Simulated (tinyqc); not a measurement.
Abrupt p-n junction, non-linear Poisson equation by Newton steps: capacitance and field against bias.

One dimension, p side on the left, n side on the right; net doping C = -Na for x < 0 and +Nd for x > 0. The potential psi is counted from the intrinsic level, and the quasi-Fermi potentials are flat: 0 for holes and -V for electrons, so n = ni exp((psi + V)/Vt) and p = ni exp(-psi/Vt) (Boltzmann statistics, full ionisation, no current).

The Poisson equation d/dx(eps0 eps_r dpsi/dx) = -q (p - n + C) is solved on a mesh of more than 1000 nodes that ends in neutral material (psi_p = -Vt ln(Na/ni), psi_n = Vt ln(Nd/ni) - V). C_j = q d/dV of the integral of p over x, from the linearised equation. ni = sqrt(Nc Nv) exp(-Eg/(2 Vt)), Eg in volts. Depletion approximation: Vbi = Vt ln(Na Nd/ni^2), W = sqrt(2 eps0 eps_r (Vbi - V)(1/Na + 1/Nd)/q), xp = W Nd/(Na + Nd), xn = W Na/(Na + Nd), peak field 2 (Vbi - V)/W, capacitance eps0 eps_r/W. The last column applies it to an abrupt Na-Nd junction.

Values chosen for this exercise; band and dielectric values close to those of silicon:

| symbol | value | unit | meaning |
|---|---|---|---|
| T | 400 | K | temperature |
| Eg | 1.11 | eV | band gap |
| eps_r | 11.8 |  | relative permittivity |
| Nc | 4.23e19 | cm^-3 | conduction-band density of states at T |
| Nv | 4.14e19 | cm^-3 | valence-band density of states at T |
| Na | 1.4e16 | cm^-3 | acceptor density of the p side |
| Nd | 4.7e16 | cm^-3 | donor density of the n side |

Constants: q = 1.602176634e-19 C, kB = 1.380649e-23 J/K, Vt = kB T/q, eps0 = 8.8541878128e-14 F/cm where lengths are in cm. Results are converted to the units shown.

Capacitance and field against bias:
```
V (V)  peak |E| (kV/cm)  C_j (nF/cm^2)  1/C_j^2 (cm^4/uF^2)  eps0 eps_r/C_j (nm)  abrupt depletion C (nF/cm^2)
0.09              38.33          45.33                486.6                230.5                         42.07
-0.49             58.12          29.74                 1131                351.4                         28.78
-1.08             73.01          23.67                 1785                441.4                         23.18
-1.66             85.14          20.30                 2427                514.7                         19.99
-2.25             95.92          18.02                 3080                579.9                         17.80
-2.83             105.4          16.39                 3723                637.5                         16.22
-3.42             114.3          15.12                 4376                691.2                         14.99
-4                122.4          14.12                 5019                740.2                         14.01
```

With V going from 0.09 to -4 V, C_j falls from 45.3 to 14.1 nF/cm^2 and the peak field rises from 38.3 to 122 kV/cm. The slope of 1/C_j^2, read as N = 2/(q eps0 eps_r |slope|), gives 1.08e16 cm^-3 between the first two rows and 1.08e16 cm^-3 between the last two, against Na Nd/(Na + Nd) = 1.08e16 cm^-3; the slopes of all rows agree within 0.3 %, as for uniform doping at both edges. At the end C_j goes as (Vbi - V)^(-0.51) with Vbi = 0.600 V, and it is 0.76 % above the abrupt depletion formula (at the first row 7.7 % above it).

tinyqc, about 0.02 s, one thread, Intel Xeon 2.30GHz (shared host): `OMP_NUM_THREADS=1 python tinyqc.py 2000159 2000160 out.jsonl`
